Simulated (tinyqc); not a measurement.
Configuration-coordinate model of a defect: Huang-Rhys factor and luminescence line shape: one step, computed by the program tinyqc. Command: `OMP_NUM_THREADS=1 python tinyqc.py 3019920 3019921 out.jsonl ccline walk`. One thread of a shared host (Intel(R) Xeon(R) Processor @ 2.30GHz), about 0.01 s of CPU time with the checks.

Ground state E_g(Q) = (1/2) omega_g^2 Q^2; excited state E_e(Q) = E_0 + (1/2) omega_e^2 (Q - dQ)^2 with omega_e = omega_g and E_0 = E_ZPL. Q is mass-weighted; the dipole does not depend on Q (Condon approximation).

Task: Crossing, radiative lifetime and thermal quenching. The curves cross at the root Q_c nearest dQ; the barrier is (1/2) omega_e^2 (Q_c - dQ)^2, with (1/2) omega^2 = (hbar omega)^2/(2 hbar^2/u). k_r = n_r omega^3 mu^2/(3 pi eps_0 hbar c^3) at the vertical emission energy, without local-field correction; k_nr = nu_0 exp(-barrier/k_B T) (Mott-Seitz); yield = k_r/(k_r + k_nr); T_1/2 = barrier/(k_B ln(nu_0/k_r)).

Inputs (values chosen for the exercise, for a model defect in a wide-gap host):

| quantity | value | unit |
|---|---|---|
| zero-phonon energy E_ZPL | 2.37 | eV |
| displacement dQ | 0.872 | u^(1/2) angstrom |
| ground-state phonon hbar omega_g | 92.9 | meV |
| temperature T | 500 | K |
| refractive index n_r | 2.17 | - |
| transition dipole mu | 2 | e angstrom |
| quenching prefactor nu_0 | 6e+11 | 1/s |

Modes: equal frequencies in both states.

vertical emission energy = 1.585051 eV

Constants: hbar^2/u = 4.18015928e-03 eV angstrom^2; hbar = 6.582119569e-16 eV s; e = 1.602176634e-19 C; eps_0 = 8.8541878128e-12 F/m; hbar = 1.054571817e-34 J s; c = 299792458 m/s; k_B = 8.617333262e-05 eV/K.

Give: Q_c; classical barrier; radiative lifetime; luminescence yield; quenching temperature T_1/2.

Result:

Q_c = 1.752 u^(1/2) angstrom

classical barrier = 0.8002 eV

radiative lifetime = 7.621 ns

luminescence yield = 1.0000

quenching temperature T_1/2 = 1102 K

The barrier is so high that this route does not halve the yield below 1000 K. Caution: the band is wide against its energy, so the E^3 factor left out of the moments shifts the observed peak up.
